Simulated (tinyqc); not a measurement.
Valley-orbit splitting of a donor ground state, with strain: one step, computed by the program tinyqc.

The basis is the 1s envelope in each valley; energies are counted from the unstrained conduction-band edge. The strain is e_s (a a^T - 1/3) for the unit stress axis a, so valley j along n_j moves by Xi_u e_s w_j with w_j = (n_j.a)^2 - 1/3: +2/3 for [111], -2/9 for the others.

Question. Levels without strain. By symmetry: E(A1) = E_0 + Lambda + 3 Delta_1 (one state), E(T2) = E_0 + Lambda - Delta_1 (three), as binding energies.

Inputs (values chosen for the exercise, modelled on donors in germanium): single-valley binding energy E_0 = 9.42 meV; central-cell shift Lambda = 0.92 meV; coupling Delta_1 = 0.54 meV.

Valleys: four along <111>. Stress axis: [111].

Give: E(A1); E(T2).

Answer.

E(A1) = 11.96 meV

E(T2) = 9.8 meV

Only A1 has all valley amplitudes in phase, so only it has weight at the nucleus.
